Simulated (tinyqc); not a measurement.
Worked calculation: CISD on RHF in the 6-311g basis, for He, spin multiplicity 1. Computed by tinyqc, a small Python program that keeps every step (integrals from PySCF). Settings: charge = 0, multiplicity = 1, basis = 6-311g, method = RHF, energy threshold = 1e-10, iteration cap = 64, orthogonalisation = symmetric, start = atomic densities, DIIS depth = 6, ci = CISD. Command: `OMP_NUM_THREADS=1 python tinyqc.py 26671 26672 out.jsonl` (the two numbers bound the seeds that draw the settings). One thread of a shared host (Intel(R) Xeon(R) Processor @ 2.60GHz), about 0.1 s of CPU time with the checks. The early iterations of the SCF are left out here.

## One-electron integrals

Geometry (angstrom):
```
atom         x         y         z
He    0.000000  0.000000  0.000000
```

Basis 6-311g: exponents (1/bohr^2) and contraction coefficients of normalised primitives:
```
element  l (shell)   exponent  coefficient
He           s (1)  98.124300     0.028745
He           s (1)  14.768900     0.208061
He           s (1)   3.318830     0.837635
He           s (2)   0.874047     1.000000
He           s (3)   0.244564     1.000000
```

Overlap, kinetic and nuclear-attraction integrals over the contracted functions; the nuclear repulsion is the sum of Za Zb / Rab.

nuclear repulsion = 0 hartree

overlap S, order 1He 1s, 1He 2s, 1He 3s:
```
[[1.000000, 0.680472, 0.328596],
 [0.680472, 1.000000, 0.751574],
 [0.328596, 0.751574, 1.000000]]
```

kinetic energy T (hartree), order 1He 1s, 1He 2s, 1He 3s:
```
[[6.857100, 1.439474, 0.225603],
 [1.439474, 1.311071, 0.430865],
 [0.225603, 0.430865, 0.366846]]
```

nuclear attraction V (hartree), order 1He 1s, 1He 2s, 1He 3s:
```
[[-7.306289, -3.464825, -1.535069],
 [-3.464825, -2.983784, -1.793893],
 [-1.535069, -1.793893, -1.578325]]
```

core Hamiltonian H = T + V (hartree), order 1He 1s, 1He 2s, 1He 3s:
```
[[-0.449189, -2.025351, -1.309466],
 [-2.025351, -1.672714, -1.363028],
 [-1.309466, -1.363028, -1.211479]]
```

## Two-electron integrals

Functions are numbered as in S; the eight-fold symmetry (ij|kl) = (ji|kl) = (kl|ij) leaves the list below.

Two-electron integrals (ij|kl) in chemists' order, unique and non-zero (hartree):
```
(11|11) 2.395117   (21|11) 1.347337   (21|21) 0.798707   (22|11) 1.358411
(22|21) 0.863847   (22|22) 1.054927   (31|11) 0.614121   (31|21) 0.368625
(31|22) 0.406802   (31|31) 0.170715   (32|11) 0.842709   (32|21) 0.547009
(32|22) 0.700418   (32|31) 0.259418   (32|32) 0.476676   (33|11) 0.767030
(33|21) 0.510236   (33|22) 0.697580   (33|31) 0.244176   (33|32) 0.494732
(33|33) 0.558022
```

## Orthogonalisation

S = U s U^T; symmetric (Loewdin) form X = U s^(-1/2) U^T, so that X^T S X = 1.

eigenvalues of S: [0.135706, 0.673445, 2.190848]

X, order 1He 1s, 1He 2s, 1He 3s:
```
[[1.316564, -0.645914, 0.150682],
 [-0.645914, 1.855498, -0.771405],
 [0.150682, -0.771405, 1.436671]]
```

## Iteration 5 (converged): orbitals

converged F (hartree), order 1He 1s, 1He 2s, 1He 3s:
```
[[1.373498, -1.206232, -1.105840],
 [-1.206232, -0.594454, -0.698399],
 [-1.105840, -0.698399, -0.371933]]
```

Diagonalise F' = X^T F X, C = X C', fill 1 alpha and 1 beta electrons from the bottom; D = 2 C_occ C_occ^T. Each column has its largest component positive (the first on a tie).

F' = X^T F X (hartree):
```
[[3.873005, -3.174781, -0.149278],
 [-3.174781, 2.093696, -0.931509],
 [-0.149278, -0.931509, 0.259407]]
```

orbital energies (hartree): [-0.916871, 0.829434, 6.313546]

coefficients C, order 1He 1s, 1He 2s, 1He 3s:
```
[[0.263558, -0.137951, -1.443869],
 [0.487487, -1.153994, 1.698764],
 [0.397446, 1.427937, -0.696296]]
```

D after iteration 5, order 1He 1s, 1He 2s, 1He 3s:
```
[[0.138926, 0.256962, 0.209500],
 [0.256962, 0.475287, 0.387499],
 [0.209500, 0.387499, 0.315926]]
```

## Convergence

Stop when the energy changes by less than 1e-10 hartree and every element of the error matrix X^T (F D S - S D F) X is below 3e-06.

Course of the cycle:
```
iteration  E (hartree)     change  largest element of the error matrix
1          -2.85973748          -                             3.09e-02
2          -2.85989279  -1.55e-04                             3.20e-03
3          -2.85989542  -2.63e-06                             1.44e-04
4          -2.85989542  -7.26e-09                             1.80e-08
5          -2.85989542   2.66e-15                             3.39e-13
```

PySCF RHF in the same basis = -2.85989542 hartree

Converged in 5 iterations.

## Integrals over molecular orbitals

(pq|rs) = sum C_ip C_jq C_kr C_ls (ij|kl), one index at a time.

one-electron integrals over orbitals h = C^T H C (hartree):
```
[[-1.943024, 0.277318, 0.173910],
 [0.277318, -0.343196, -0.333392],
 [0.173910, -0.333392, 4.176135]]
```

Two-electron integrals over orbitals (pq|rs), unique and non-zero (hartree):
```
(11|11) 1.026153    (21|11) -0.277318   (21|21) 0.146549    (22|11) 0.659589
(22|21) -0.113630   (22|22) 0.506646    (31|11) -0.173910   (31|21) 0.125599
(31|22) -0.078781   (31|31) 0.216548    (32|11) 0.229495    (32|21) -0.120916
(32|22) 0.102674    (32|31) -0.148688   (32|32) 0.127591    (33|11) 1.176980
(33|21) -0.380997   (33|22) 0.727303    (33|31) -0.386668   (33|32) 0.380658
(33|33) 1.599956
```

## CISD: determinants and Hamiltonian

Hartree-Fock energy = -2.85989542 hartree

Slater-Condon rules over spin orbitals, with the nuclear repulsion added and E(HF) subtracted on the diagonal. Only determinants linked to the reference directly or through others are kept (one block of an abelian symmetry group), so some states are absent.

Occupation strings over the orbitals (2 doubly, a alpha, b beta, 0 empty; spin orbitals ordered 1a 1b 2a 2b ...): 200 ab0 a0b ba0 b0a 020 0ab 0ba 002

H - E(HF) between determinants (hartree), order 200, ab0, a0b, ba0, b0a, 020, 0ab, 0ba, 002:
```
[[0.000000, 0.000000, 0.000000, 0.000000, 0.000000, 0.146549, 0.125599, -0.125599, 0.216548],
 [0.000000, 1.233264, -0.103896, -0.146549, -0.125599, 0.163688, -0.120916, -0.095129, -0.148688],
 [0.000000, -0.103896, 6.269986, -0.125599, -0.216548, -0.120916, -0.103679, 0.148688, -0.212758],
 [0.000000, -0.146549, -0.125599, 1.233264, -0.103896, -0.163688, -0.095129, -0.120916, 0.148688],
 [0.000000, -0.125599, -0.216548, -0.103896, 6.269986, 0.120916, 0.148688, -0.103679, 0.212758],
 [0.146549, 0.163688, -0.120916, -0.163688, 0.120916, 2.680149, -0.230718, 0.230718, 0.127591],
 [0.125599, -0.120916, -0.103679, -0.095129, 0.148688, -0.230718, 7.420137, -0.127591, 0.047266],
 [-0.125599, -0.095129, 0.148688, -0.120916, -0.103679, 0.230718, -0.127591, 7.420137, -0.047266],
 [0.216548, -0.148688, -0.212758, 0.148688, 0.212758, 0.127591, 0.047266, -0.047266, 12.812120]]
```

## CISD: roots

Diagonalise (each vector has its largest component positive (the first on a tie)); all determinants have Ms = 0, so triplets appear too. The lowest singlet root is the correlation energy.

lowest roots of this matrix, relative to E(HF) (hartree): [-0.016523, 1.068792, 1.335042, 2.697740, 6.061588, 6.431625, 7.302319, 7.621607]

lowest vectors, order 200, ab0, a0b, ba0, b0a, 020, 0ab, 0ba, 002:
```
[[0.997860, 0.000000, -0.016295, 0.056933],
 [0.004709, 0.705952, 0.696297, 0.122326],
 [-0.002319, 0.032283, -0.006316, 0.033233],
 [-0.004709, 0.705952, -0.696297, -0.122326],
 [0.002319, 0.032283, 0.006316, -0.033233],
 [-0.057374, 0.000000, -0.171955, 0.979800],
 [-0.018279, 0.024272, -0.003575, 0.047603],
 [0.018279, 0.024272, 0.003575, -0.047603],
 [-0.016106, 0.000000, 0.020056, -0.009029]]
```

<S^2> of these roots: [0.000000, 2.000000, 0.000000, 0.000000, 2.000000, 0.000000, 2.000000, 0.000000]

weight of the ground state by excitation level 0, 1, 2, ...: [0.995725, 0.000055, 0.004219]
